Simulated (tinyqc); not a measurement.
# Changing the pair distance r

Model: hydrogenic impurity: series, fields, screening, photoionisation and donor-acceptor pairs. Computed by tinyqc, a small Python program. Command: `OMP_NUM_THREADS=1 python tinyqc.py 3030465 3030466 out.jsonl hydrogenic sweep`. One thread of a shared host (Intel(R) Xeon(R) Processor @ 2.30GHz), about 0.01 s of CPU time with the checks.

One isotropic, parabolic band. Effective units: Ry* and a*, in which H = -nabla^2 - 2/r.

Inputs (values chosen for the exercise, modelled on AlN):

| quantity | value | unit |
|---|---|---|
| electron mass m | 0.328 | m_0 |
| dielectric constant eps | 8.6 | - |
| gap E_g | 6.1 | eV |
| acceptor depth E_A | 488 | meV |
| rate prefactor W_0 | 4.3e+07 | 1/s |

Parts treated: electric field and pairs.

Constants: Ry = 13.605693123 eV; a_0 = 0.529177210903 angstrom; h x 1 THz = 4.135667696 meV; e^2/(4 pi eps_0) = 14.39964548 eV angstrom.

Method. Ry* = Ry m/eps^2, a* = a_0 eps/m; level n is bound by Ry*/n^2; <r> = (3/2) a* in 1s; lines 1s -> np at Ry* (1 - 1/n^2); 1 THz = 4.135667696 meV. No-phonon line h nu(r) = E_g - Ry* - E_A + e^2/(4 pi eps_0 eps r); rate W(r) = W_0 exp(-2 r/a*), the donor being the shallower centre; lifetime 1/W; zero field.

One run for each value:

| pair distance r (angstrom) | Coulomb term (meV) | photon energy (eV) | lifetime (s) |
|---|---|---|---|
| 13 | 128.80 | 5.6805 | 1.5148e-07 |
| 17 | 98.49 | 5.6502 | 2.6963e-07 |
| 22 | 76.11 | 5.6278 | 5.5434e-07 |
| 28 | 59.80 | 5.6115 | 1.3164e-06 |
| 36 | 46.51 | 5.5982 | 4.1707e-06 |
| 47 | 35.63 | 5.5873 | 2.0362e-05 |
| 61 | 27.45 | 5.5791 | 1.5320e-04 |
| 79 | 21.19 | 5.5729 | 2.0516e-03 |

Over the rows, Coulomb term (meV) falls from 129 to 21.2 (exponent d ln y / d ln x about -1.0 throughout); photon energy (eV) falls from 5.680 to 5.573 (exponent d ln y / d ln x -0.020 between the first rows and -0.0043 between the last); lifetime (s) rises from 1.51e-7 to 0.00205 (exponent d ln y / d ln x 2.1 between the first rows and 10 between the last). The Coulomb term of the ionised pair falls as 1/r while the overlap, and so the rate, falls exponentially.

Caution (rows 13.0, 17.0, 22.0): below about two Bohr radii overlap and polarisation terms, left out here, lower the energy.
